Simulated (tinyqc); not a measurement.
What moves the results: averaged masses of warped heavy- and light-hole bands. A value that a table varies takes the place of the one given here.

Four-band hole energies E = c k^2 f(u), c = hbar^2/2m0, f = g1 -/+ 2 sqrt(g2^2 + 3 (g3^2 - g2^2) s), s = ux^2 uy^2 + uy^2 uz^2 + uz^2 ux^2 for the unit vector u; minus for heavy, plus for light holes; the mass along u is 1/f.

Grid: n x n midpoints in cos(theta) from 0 to 1 and phi from 0 to pi/2, equal weights. m_d = <f^(-3/2)>^(2/3). Conductivity mass for one scattering time: 1/m_c = <|w|^2 f^(-5/2)>/<f^(-3/2)> with w = grad_k(k^2 f)/(2 k), that is |w|^2 = f^2 + |angular gradient of f|^2/4.

Values chosen for the exercise (out of a larger set: near those of GaP; not measured data):
- g1 = 4.04 (Luttinger gamma1)
- g2 = 0.49 (gamma2)
- g3 = 1.25 (gamma3)

## Ways to average over directions

Heavy and light m_d on grids of growing n, against n = 160; also the three-direction rule <F> = (10 F[100] + 16 F[110] + 9 F[111])/35 and the spherical masses 1/(g1 (1 -/+ mu)), mu = (6 g3 + 4 g2)/(5 g1).

Masses (m0):
```
method             heavy   light  error heavy (%)  error light (%)
grid n = 1        0.6424  0.1533            26.36            -7.92
grid n = 2        0.5214  0.1631             2.55            -2.02
grid n = 3        0.5147  0.1648             1.24            -0.99
grid n = 5        0.5105  0.1658             0.41            -0.44
grid n = 10       0.5090  0.1663             0.11            -0.14
grid n = 160      0.5084  0.1665             0.00             0.00
three directions  0.5192  0.1698             2.12             1.99
spherical         0.4655  0.1686            -8.43             1.26
[100] alone       0.3268  0.1992           -35.72            19.65
```

How do the results move?

The heavy mass is within 1 % from grid n = 5 on. Three directions err by +2.12 %, the spherical form by -8.43 % and [100] alone by -35.7 %; for light holes the same three err by +1.99, +1.26 and +19.7 %. The power -3/2 weights the heavy directions near [111], which a mean of f misses.

## Cyclotron masses against the field direction

For the central orbit m_cyc is the mean of 1/f(u) over the directions u normal to B (360 points on the circle). B lies in the (1-10) plane at the angle from [001]; 54.7 degrees is [111], 90 is [110].

Masses (m0):
```
angle (degrees)   heavy   light
0.0              0.4343  0.1765
15.0             0.4557  0.1724
30.0             0.5041  0.1653
45.0             0.5426  0.1606
54.7             0.5494  0.1597
70.0             0.5400  0.1616
90.0             0.5278  0.1654
```

What does this show, and why?

The heavy mass is smallest at 0 and largest at 54.7 degrees of the angles listed, a spread of 27 %; the light mass varies by 10.5 %. The orbit normal to [001] has s between 0 and 1/4, the orbit normal to [111] has s = 1/4 all round, which gives 1/(g1 - sqrt(g2^2 + 3 g3^2)) = 0.5494. This is the classical limit; low Landau levels of holes depart from it.

## Several materials

The inputs are values chosen for the exercise; n = 40; delta = (g3 - g2)/g1.

Results:
```
case            g1    g2    g3  m_d heavy  m_c heavy  m_d light  delta
A near InP    5.11  1.59  2.11      0.821      0.688     0.1120  0.102
B near InAs  20.03  8.48  9.25      0.488      0.422     0.0264  0.038
C near Si     4.29  0.34  1.45      0.519      0.413     0.1548  0.259
D near Ge    13.41  4.24  5.65      0.335      0.272     0.0423  0.105
E near AlAs   3.73  0.83  1.43      0.820      0.664     0.1628  0.161
F near GaAs   7.01  2.06  2.92      0.592      0.470     0.0820  0.123
```

What can be read from the table?

Heavy masses span a factor of 2.4 and light ones 6.2: the coupling to the conduction band adds to g1, 2 g2 and 2 g3 alike, so it cancels for heavy holes and doubles for light ones. The ratio m_c/m_d of the heavy holes is lowest for F (0.79); delta is largest for C; the heavy band feels the warping rather through (g3 - g2)/(g1 - 2 g3), which runs from 0.50 to 0.80 here and is 0.74 for the case with the lowest ratio.

## What each parameter does

n = 40. Each row changes one parameter from the base and keeps the others.

Results:
```
case        m_d heavy (m0)  m_c heavy (m0)  m_d light (m0)  m_c light (m0)
base                0.5084          0.4457          0.1665          0.1630
g1 = 3.919          0.5430          0.4689          0.1699          0.1663
g2 = 0.505          0.5098          0.4483          0.1662          0.1629
g3 = 1.288          0.5251          0.4521          0.1651          0.1614
```

How do the results move?

The largest shifts from the base row, up to three for each result and ties (the steps differ in size, so this ranks the rows, not the parameters). m_d heavy (m0): g1 +0.0346, g3 +0.0167, g2 +0.0013. m_c heavy (m0): g1 +0.0231, g3 +0.0064, g2 +0.0025. m_d light (m0): g1 +0.0034, g3 -0.0014, g2 -0.0002. m_c light (m0): g1 +0.0032, g3 -0.0017, g2 -0.0001.

Run: tinyqc, `OMP_NUM_THREADS=1 python tinyqc.py 1050112 1050113 out.jsonl`; Intel(R) Xeon(R) Processor @ 2.30GHz, one thread, shared host; about 0.02 s of CPU time with all checks.
